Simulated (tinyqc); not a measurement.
Inside a calculation. Model: donor in an ellipsoidal valley (Kohn-Luttinger variational method). Computed by tinyqc, a small Python program that keeps every step. Command: `OMP_NUM_THREADS=1 python tinyqc.py 3002234 3002235 out.jsonl kohnlutt walk`. One thread of a shared host (Intel(R) Xeon(R) Processor @ 2.30GHz), about 0.04 s of CPU time with the checks. Intermediate numbers are printed to about 7 digits and carried at full precision; extremes and crossings named in words are read from the listed rows.

H = -(d^2/dx^2 + d^2/dy^2) - gamma d^2/dz^2 - 2/r in units built on m_t, with gamma = m_t/m_l and z along the valley axis. One valley; no valley-orbit or central-cell term.

Inputs (values chosen for the exercise, modelled on 3C-SiC):
```
quantity,value,unit
transverse mass m_t,0.244,m_0
longitudinal mass m_l,0.664,m_0
dielectric constant eps,9.79,-
trial ratio b/a,0.46,-
observed depth chosen for 1s,77.5,meV
```

Constants: Ry = 13.605693123 eV; a_0 = 0.529177210903 angstrom; h x 1 THz = 4.135667696 meV.

## Effective units

Ry* = Ry m_t/eps^2, a* = a_0 eps/m_t, gamma = m_t/m_l.

Ry* = 34.63739 meV

a* = 21.23215 angstrom

gamma = 0.3674699

## Energy at a trial ratio

Trial function exp(-sqrt((x^2 + y^2)/a^2 + z^2/b^2)) with beta = b/a < 1: E = t/a^2 - u/a, t = (2 + gamma/beta^2)/3, u = 2 arcsin(sqrt(1 - beta^2))/sqrt(1 - beta^2); the best a is 2 t/u and E(beta) = -u^2/(4 t).

t = 1.245542

u = 2.461489

best a = 1.012023 a*

E(beta) = -1.216123 Ry*

## Minimum over the ratio

Golden-section search on beta from 0.05 to 0.999, 60 steps.

Search, first ten steps; c and d are the inner points:
```
step,low,high,c,E(c) (Ry*),d,E(d) (Ry*)
1,0.0500000,0.9990000,0.4124857,-1.140588,0.6365143,-1.346015
2,0.4124857,0.9990000,0.6365143,-1.346015,0.7749715,-1.345908
3,0.4124857,0.7749715,0.5509430,-1.307782,0.6365143,-1.346015
4,0.5509430,0.7749715,0.6365143,-1.346015,0.6894002,-1.353086
5,0.6365143,0.7749715,0.6894002,-1.353086,0.7220855,-1.352678
6,0.6365143,0.7220855,0.6691996,-1.351614,0.6894002,-1.353086
7,0.6691996,0.7220855,0.6894002,-1.353086,0.7018849,-1.353315
8,0.6894002,0.7220855,0.7018849,-1.353315,0.7096009,-1.353214
9,0.6894002,0.7096009,0.6971162,-1.353286,0.7018849,-1.353315
10,0.6971162,0.7096009,0.7018849,-1.353315,0.7048321,-1.353298
```

best beta = 0.7014455

radius a of the 1s trial function = 17.46431 angstrom

radius b of the 1s trial function = 12.25026 angstrom

1s binding energy, trial function = 46.87531 meV

The envelope is flattened along the heavy axis; beta is close to gamma^(1/3) = 0.716.

## Levels from a Gaussian basis

Gaussian basis: g = P exp(-al (x^2 + y^2) - be z^2) with P = 1 (s-like), z (2p0) or x (2p+-); al = 0.004 x 2.6^k, k = 0..11, and be/al = 1, gamma^(-1/2) or 1/gamma (36 functions); 1/r = (2/sqrt(pi)) int exp(-t^2 r^2) dt by 48 Gauss-Legendre points after t = sqrt(al_i + al_j) tan(theta); overlap eigenvalues below 1e-10 are dropped.

1s binding energy, Gaussian basis = 46.89852 meV

2p0 binding energy = 15.11552 meV

2p+- binding energy = 10.29618 meV

The two-parameter trial function recovers 99.95 % of the 1s binding of the larger basis. 2p0, with its lobes along the heavy axis, is bound 1.47 times as strongly as 2p+-.

## Optical lines and the chemical shift

With an observed depth of 1s, the lines are 1s -> 2p0 = depth - E(2p0) and 1s -> 2p+- = depth - E(2p+-); the chemical shift is depth - E(1s, Gaussian basis); 1 meV = 1 THz/4.135667696.

line 1s -> 2p0 = 62.38448 meV

line 1s -> 2p+- = 67.20382 meV

chemical shift = 30.60148 meV

frequency of the line 1s -> 2p+- = 16.24981 THz

The spacing of the two lines, 4.819 meV, does not depend on the depth, so it is the same for every donor in this host.

## Which single mass stands for the valley

A hydrogenic level is Ry m/eps^2 for one mass m; errors are against the Gaussian basis.

1s binding energy:
```
rule,mass (m_0),binding (meV),error (%)
transverse mass,0.2440000,34.63739,-26.1440
conductivity mass 3/(2/m_t + 1/m_l),0.3091908,43.89165,-6.4114
density-of-states mass (m_t^2 m_l)^(1/3),0.3406559,48.35832,3.1127
longitudinal mass,0.6640000,94.25912,100.9853
trial function with a and b,-,46.87531,-0.0495
mass that fits 1s,0.3303724,46.89852,0.0000
```

The conductivity mass, which is what a spherical trial function (a = b) gives, falls short by 6.4 %, as a restricted variational bound must; the density-of-states mass is off by +3.1 %. The mass that fits lies between the two.

## Levels against anisotropy

The trial energy is minimised over beta by golden section from 0.05 to 0.999, 60 steps.

Binding energies (Ry*):
```
gamma,"1s, trial","1s, Gaussians",2p0,2p+-
0.092,1.869450,1.875814,0.8171855,0.3502355
0.180,1.619331,1.621976,0.6153977,0.3265672
0.370,1.350791,1.351450,0.4348600,0.2969550
0.520,1.227004,1.227235,0.3633125,0.2815807
0.550,1.206912,1.207095,0.3523630,0.2789700
0.720,1.111929,1.111959,0.3030461,0.2661594
0.900,1.035380,1.035360,0.2661819,0.2552352
```

As gamma falls from 0.9 to 0.092, 1s deepens from 1.035 to 1.876 Ry*, on the way from the hydrogen value 1 to the two-dimensional limit 4; 2p+- moves from 0.255 to 0.350 (limits 1/4 and 4/9), while 2p0 climbs from 0.266 to 0.817 and joins 1s as gamma tends to 0. Near gamma = 1 the trial function is almost exact and can pass the Gaussian basis, whose own error is about 3e-5 Ry*.

Checks made by the program: the Gaussian basis at gamma = 1 against 1, 1/4 and 1/4 Ry* (relative difference 3e-05); trial function against Gaussian basis (relative difference 5e-04).
